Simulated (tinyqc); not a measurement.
# Threshold-voltage variability of a planar MOSFET, analytic estimates: two studies

Three independent sources add in quadrature: random dopants in the depleted layer, metal-gate grains of two orientations, and roughness of the two gate edges acting through the roll-off VT = VT(long) - Vr exp(-L/l). These are first-order estimates: no three-dimensional electrostatics, no percolation.

Parameters, values chosen for the exercise; material values close to those of silicon:
- T = 400 K (temperature)
- Eg = 1.13 eV (band gap)
- eps_r = 11.5 (relative permittivity of the semiconductor)
- Nc = 4.37e19 cm^-3 (conduction-band density of states at T)
- Nv = 4e19 cm^-3 (valence-band density of states at T)
- Na = 9.3e17 cm^-3 (channel doping)
- ti = 1.1 nm (oxide-equivalent thickness in inversion)
- L = 45 nm (gate length)
- W = 220 nm (gate width)
- G = 4 nm (metal grain size)
- dW = 0.1 eV (work-function difference of the two grain orientations)
- p = 0.4 (share of the orientation of higher work function)
- De = 0.9 nm (rms roughness of one gate edge)
- La = 20 nm (correlation length of the roughness)
- l = 9.7 nm (decay length of the threshold roll-off)
- Vr = 1.9 V (prefactor of the roll-off)

Constants: q = 1.602176634e-19 C, kB = 1.380649e-23 J/K, Vt = kB T/q, eps0 = 8.8541878128e-14 F/cm where lengths are in cm. Results are converted to the units shown.

Each table varies one quantity; the others keep the values above.

## Effect of the channel doping

ni = sqrt(Nc Nv) exp(-Eg/(2 Vt)), Eg in volts; Cox = 3.9 eps0/ti; Wd = sqrt(4 eps0 eps_r Vt ln(Na/ni)/(q Na)); dopants: s1 = (q/Cox) sqrt(Na Wd/(3 L W)). Grains: Ng = L W/G^2 (at least 1), s2 = dW sqrt(p (1 - p)/Ng). Edges, with exponential correlation and u = W/La: the mean gate length has sL^2 = 2 De^2 (2/u)[1 - (1 - exp(-u))/u]; s3 = sL (Vr/l) exp(-L/l). s = sqrt(s1^2 + s2^2 + s3^2). l and Vr are held fixed.

The same in every row: s2 (mV) = 1.969; s3 (mV) = 0.9797.

Results:
```
Na (cm^-3),s1 (mV),s (mV),s sqrt(L W) (mV um)
1.5e17,3.230,3.908,0.3888
4.7e17,4.407,4.925,0.4900
8.2e17,5.123,5.575,0.5547
1.5e18,6.028,6.417,0.6385
2.6e18,6.989,7.327,0.7290
4.5e18,8.096,8.389,0.8347
8e18,9.442,9.695,0.9646
```

Estimate the missing row, Na = 2.6e17 cm^-3.

Computed row:
```
Na (cm^-3),s1 (mV),s (mV),s sqrt(L W) (mV um)
2.6e17,3.752,4.349,0.4328
```

With this row back in the table: As Na goes from 1.5e17 to 8e18 cm^-3, s rises from 3.91 to 9.69 mV. The dopants are the largest source in the first and the last row. s1 goes on average as Na^(0.27), near the 1/4 expected from Na Wd. For Na = 1.5e17 to 4.7e17 cm^-3 the depletion depth exceeds L, so source and drain share much of the charge and s1 is rough.

## Effect of the gate length

Same model as above.

l and Vr are held fixed.

Effect of the gate length:
```
L (nm),s1 (mV),s2 (mV),s3 (mV),s (mV),s sqrt(L W) (mV um)
27,6.842,2.543,6.266,9.620,0.7414
33,6.189,2.300,3.376,7.415,0.6318
39,5.693,2.116,1.819,6.340,0.5872
47,5.186,1.927,0.7972,5.589,0.5684
57,4.709,1.750,0.2843,5.032,0.5635
68,4.311,1.602,0.09148,4.600,0.5627
82,3.926,1.459,0.02160,4.188,0.5626
99,3.573,1.328,0.003744,3.812,0.5626
```

What does the comparison show?

As L goes from 27 to 99 nm, s falls from 9.62 to 3.81 mV. The dopants are the largest source in the first and the last row. The product s sqrt(L W) falls from 0.741 to 0.563 mV um: s1 and s2 go as 1/sqrt(L W), so the change comes from s3 alone. For L = 27 to 33 nm the depletion depth exceeds L, so source and drain share much of the charge and s1 is rough.

tinyqc, about 0.01 s, one thread, Intel Xeon 2.30GHz (shared host): `OMP_NUM_THREADS=1 python tinyqc.py 2090086 2090087 out.jsonl`
